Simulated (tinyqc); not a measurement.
Stacked nanosheet transistor, parasitic resistance, capacitance and delay: one step of the calculation.

Ns sheets share one contact on top; each has perimeter p = 2 (Ws + ts) and cross-section A = Ws ts; contact width Wc = Ws + 10 nm, stack height Hs = Ns pv. Sheet 1 is the top one. Contact length Lc = CPP - Lg - 2 Lsp, shared by two neighbouring gates. Source and drain sides are equal. The formulas are first-order estimates, not field solutions.

Task. Sheet currents at Vgs = Vdd, Vds = Vdd/2. One sheet: I = p Q vx u/(1 + |u|^1.8)^(1/1.8), Q = Cinv n Vt ln(1 + exp((Vg' - VT + dl Vd')/(n Vt))), u = Vd' mu/(vx Lg), Vg' = Vgs - v, Vd' = Vds - 2 v, with the drop on each side v_j = Rc sum I + rv (sum over levels k = 2..j of the current of sheets k..Ns) + Rx I_j. I(new) = I(out).

Inputs (values chosen for the exercise); values close to those of silicon logic devices:
- T = 300 K (temperature)
- Ws = 12 nm (sheet width)
- ts = 6 nm (sheet thickness)
- rv = 154 ohm (vertical resistance between sheet levels)
- Lg = 16 nm (gate length)
- Cinv = 2.2 uF/cm^2 (inversion capacitance)
- vx = 1.2e7 cm/s (injection velocity)
- mu = 120 cm^2/(V s) (apparent mobility)
- VT = 0.28 V (threshold at zero drain voltage)
- dl = 0.032 V/V (barrier lowering)
- n = 1.16 (subthreshold factor)
- Vdd = 0.6 V (supply voltage)

Constants: q = 1.602176634e-19 C, kB = 1.380649e-23 J/K, Vt = kB T/q. Results are converted to the units shown.

I at the start (uA): sheet 1 0, sheet 2 0, sheet 3 0
Rc = 376.75906 ohm
Rx = 583.33333 ohm

Give: drop v; I(out); I after iteration 1.

Result.

drop v (mV): sheet 1 0, sheet 2 0, sheet 3 0
I(out) (uA): sheet 1 26.82, sheet 2 26.82, sheet 3 26.82
I after iteration 1 (uA): sheet 1 26.82, sheet 2 26.82, sheet 3 26.82

Computed by the program tinyqc: `OMP_NUM_THREADS=1 python tinyqc.py 2170117 2170118 out.jsonl`, one thread of a shared Intel Xeon 2.30GHz, about 0.08 s for the whole run.
